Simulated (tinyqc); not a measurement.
The square root of alpha at three temperatures: phonon-assisted absorption at an indirect gap.

alpha(E) = sum_j A_j [N_j (E - Eg + w_j)^2 + (N_j + 1)(E - Eg - w_j)^2], each bracket counted only where its base is positive; N_j = 1/(exp(w_j/kB T) - 1). The first term absorbs a phonon and the second emits one; excitons and direct transitions are left out.

Constants: kB = 8.617333262e-05 eV/K.

Parameters, chosen for this exercise (out of a larger set: loosely those of SiC at room temperature; Eg is not tied to T; not measured data):
- Eg = 3.2 eV (indirect gap, held fixed unless listed)
- w = (69.5, 43.4) meV (two zone-edge phonons)
- A = (3500, 840) 1/(cm eV^2) (their strengths)

The gap is held fixed, so only the phonon occupations change.

sqrt(alpha) (1/cm^(1/2)):
```
E - Eg (eV)     4 K    77 K   450 K
-0.04         0.000   0.010   0.783
-0.02         0.000   0.030   1.392
0.00          0.000   0.053   2.036
0.02          0.000   0.075   2.691
0.04          0.000   0.098   3.350
0.07          0.772   0.783   4.442
0.10          2.439   2.445   6.031
0.15          5.677   5.683   9.504
0.20          8.956   8.962  13.306
0.45         25.409  25.419  33.199
0.60         35.288  35.301  45.282
```

Give the missing row, E - Eg (eV) = 0.30.

Computed row:
```
E - Eg (eV)     4 K    77 K   450 K
0.30         15.533  15.540  21.185
```

Below the gap only phonon absorption acts: at E - Eg = -0.02 eV sqrt(alpha) is 0.000, 0.030 and 1.392 at 4, 77 and 450 K. A straight line through the last two rows meets the axis at E - Eg = +0.0642, +0.0642 and +0.0379 eV: the intercept is roughly a weighted mean of the thresholds, not the gap, and it moves from the emission side towards Eg as the occupations grow. At the last row alpha grows by a factor 1.65 from the lowest to the highest temperature at fixed gap.

Computed by tinyqc, a small Python program: `OMP_NUM_THREADS=1 python tinyqc.py 1680120 1680121 out.jsonl` (the numbers bound the seed that draws the inputs); one thread of a shared host (Intel(R) Xeon(R) Processor @ 2.30GHz), about 0.01 s for the whole set of steps.
